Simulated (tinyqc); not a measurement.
# Trench capacitor in an array: capacitance, non-linearity, leakage and relaxation: charge lost after writing

A film between two metal electrodes, each interface adding a series capacitance ci. The small-signal permittivity is ek (1 + aq E^2); the field is found with the linear permittivity. Leakage J = J0 sinh(E/Ef). After a voltage step the film passes a relaxation current kr C V tt^(-nr), tt being the time in seconds. The sidewall is a coaxial capacitor with radii a = dm/2 - t and b = dm/2, depth AR dm; the end face is left out.

Planar film: Cf = eps0 ek/t, 1/C = 1/Cf + 2/ci, EOT = 3.9 eps0/C, effective permittivity C t/eps0, E = (V/t) C/Cf. A capacitor written for t0 and then left open loses, as a share of C V, kr (tt^(1 - nr) - t0^(1 - nr))/(1 - nr) by relaxation and J tt/(C V) by leakage; both are taken as small, and rows far outside that range are left out.

Values chosen for this exercise; permittivity of the order of that of hafnium oxide: relative permittivity of the film ek = 21.5; film thickness t = 13 nm; capacitance of each electrode interface (dead layer and screening) ci = 180 uF/cm^2; quadratic field coefficient of the permittivity aq = 0.01 cm^2/MV^2; bias V = 1.4 V; exponent of the relaxation current nr = 0.966; strength of the relaxation kr = 0.0098; leakage prefactor J0 = 2.6e-11 A/cm^2; field for an e-fold rise of the leakage Ef = 0.37 MV/cm; duration of the write pulse t0 = 2e-8 s.

Constants: eps0 = 8.8541878128e-14 F/cm where lengths are in cm. Results are converted to the units shown.

The same in every row: leakage current (nA/cm^2) = 0.22717.

Results:

| tt (s) | relaxation current (nA/cm^2) | loss by relaxation (%) | loss by leakage (%) | total loss (%) |
|---|---|---|---|---|
| 1e-6 | 1.2359e7 | 2.2442 | 1.1261e-8 | 2.2442 |
| 0.0001 | 1.4454e5 | 5.2985 | 1.1261e-6 | 5.2985 |
| 0.001 | 15631 | 7.0147 | 1.1261e-5 | 7.0147 |
| 0.01 | 1690.4 | 8.8706 | 1.1261e-4 | 8.8707 |
| 0.1 | 182.81 | 10.878 | 0.0011261 | 10.879 |
| 1 | 19.769 | 13.048 | 0.011261 | 13.059 |
| 10 | 2.1379 | 15.395 | 0.11261 | 15.508 |
| 100 | 0.23120 | 17.934 | 1.1261 | 19.060 |

Estimate the missing row, tt = 1e-5 s.

Computed row:

| tt (s) | relaxation current (nA/cm^2) | loss by relaxation (%) | loss by leakage (%) | total loss (%) |
|---|---|---|---|---|
| 1e-5 | 1.3366e6 | 3.7116 | 1.1261e-7 | 3.7116 |

With this row back in the table: The two currents are equal at tt = 102 s. The loss by relaxation grows from 2.24 to 17.9 %, by 1.47 points over the first decade and 2.54 over the last, while the loss by leakage grows tenfold a decade. Relaxation is the larger loss in every row. For tt = 10, 100 the falling voltage would already cut the leakage, so the linear estimate overstates the loss.

Program tinyqc, `OMP_NUM_THREADS=1 python tinyqc.py 2102096 2102097 out.jsonl`; Intel Xeon 2.30GHz, shared host, one thread, about 0.01 s.
